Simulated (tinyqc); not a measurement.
Deep-level transient spectroscopy: one step of the calculation.

Schottky contact on an n-type layer with shallow donors Nd (all ionised) and a donor-like deep trap, neutral when filled and positive when empty; depletion approximation. Traps within lam of the depletion edge stay filled. A long pulse to Vp fills the traps beyond x1 = Wp - lam; back at Vr those between x1 and x2 = Wr - lam emit. A rate window reads S = C(t2) - C(t1).

Task. Emission rate and rate window. Emission rate en = sn vth(T) Nc(T) exp(-Et/kB T) = sn g T^2 exp(-Et/kB T), g = vth Nc/(300 K)^2, as vth goes as T^0.5 and Nc as T^1.5 (degeneracy factor 1). For an exponential transient S peaks where en = ew = ln(t2/t1)/(t2 - t1).

Values chosen for this exercise; material values close to those of silicon:
```
symbol,value,unit,meaning
Nc,2.77e19,cm^-3,conduction-band density of states at 300 K
vth,2.3e7,cm/s,thermal velocity at 300 K
Et,0.35,eV,depth of the trap below the conduction edge
sn,2.5e-15,cm^2,capture cross-section
t1,1,ms,first sampling time
t2,2.5,ms,second sampling time
T,207,K,temperature of the transient
```

Constants: q = 1.602176634e-19 C, kB = 1.380649e-23 J/K. Results are converted to the units shown.

Wanted: g; en; 1/en; ew.

Result.

g = 7.079e21 cm^-2 s^-1 K^-2
en = 2283 1/s
1/en = 0.4380 ms
ew = 610.9 1/s

tinyqc, about 0.01 s, one thread, Intel Xeon 2.30GHz (shared host): `OMP_NUM_THREADS=1 python tinyqc.py 2050121 2050122 out.jsonl`
